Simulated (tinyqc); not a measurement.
# A spin-degenerate level with charging energy between two leads, rate equations: what changes with what

States 0, up, down and 2 with energies 0, e1 - Ez/2, e1 + Ez/2 and 2 e1 + U. mu_L = +V/2, mu_R = -V/2 (meV), f(x) = 1/(1 + exp(x/kB T)). A transition that adds one electron of given spin at the energy E has the rate G f(E - mu) from each lead, and its reverse G [1 - f(E - mu)]. I counts electrons leaving the left lead, times q.

Values chosen for this exercise: charging energy of the second electron U = 9.3 meV; level e1 = -9.35 meV; tunnel rate to the left lead GL = 0.19 1/ns; tunnel rate to the right lead GR = 0.44 1/ns; temperature T = 4.7 K; Zeeman splitting Ez = 0 meV.

Constants: q = 1.602176634e-19 C, kB = 1.380649e-23 J/K, Vt = kB T/q. Results are converted to the units shown.

Each table varies one quantity; the others keep the values above.

## Current against bias

Transition energies: 0-up e1 - Ez/2, 0-down e1 + Ez/2, up-2 e1 + U + Ez/2, down-2 e1 + U - Ez/2. dp/dt = W p; W_ji is the rate from state i to j, and each column sums to zero. Steady state: W p = 0 with sum p = 1. I = q GL sum over transitions i-j of [fL p_i - (1 - fL) p_j].

Current against bias:
```
V (mV),I (pA),I (GL + GR)/(q GL GR),mean number,p(2)
0.93,13.911,0.65429,1.2658,0.266
2.91,23.881,1.1232,1.1873,0.187
4.9,24.935,1.1728,1.1784,0.178
6.88,25.027,1.1772,1.1776,0.178
8.87,25.035,1.1775,1.1776,0.178
10.85,25.036,1.1776,1.1775,0.178
12.84,25.043,1.1779,1.1773,0.178
14.82,25.121,1.1816,1.1748,0.177
16.81,25.980,1.2220,1.1465,0.173
18.79,31.975,1.5040,0.94962,0.143
20.78,40.506,1.9052,0.66938,0.101
22.76,42.326,1.9908,0.60960,0.0919
24.75,42.504,1.9992,0.60373,0.0910
```

The scaled current rises from 0.654 to 2.00. A transition enters the bias window when V = 2 |E|: at 0.100, 18.7 mV, each step a few kB T = 0.405 meV wide. With all four transitions inside, the scaled current tends to 2 and the mean number to 2 GL/(GL + GR) = 0.603; the last row has 2.00 and 0.604.

## Effect of unequal tunnel rates

Same model as above.

Here e1 = 2.325 meV, Ez = 0 and V = +/- 13.95 mV, so that only the 0-1 transitions lie in the window.

Effect of unequal tunnel rates:
```
GR (1/ns),I at +V (pA),I at -V (pA),|I(+V)/I(-V)|,(GL + 2 GR)/(2 GL + GR)
0.0086,1.347,-2.527,0.5332,0.5332
0.018,2.753,-4.849,0.5678,0.5678
0.039,5.667,-8.860,0.6396,0.6396
0.083,10.91,-14.19,0.7689,0.7689
0.18,19.57,-19.93,0.9821,0.9821
0.37,30.04,-24.22,1.240,1.240
0.8,41.28,-27.21,1.517,1.517
1.7,49.76,-28.83,1.726,1.726
3.6,55.07,-29.66,1.857,1.857
```

What does the table show?

The ratio of the two currents rises from 0.533 to 1.86 and agrees with the last column to better than 0.01 %. An empty dot can be filled with either spin but a filled one empties in one way, so I = 2 q G_in G_out/(2 G_in + G_out): the current is larger when the slower junction is the entrance.

Range of the model: Rate equations need hbar G well below kB T; cotunnelling and the Kondo effect are left out.

Numbers from tinyqc (`OMP_NUM_THREADS=1 python tinyqc.py 2780133 2780134 out.jsonl`; about 0.01 s on one thread of a shared Intel Xeon 2.30GHz).
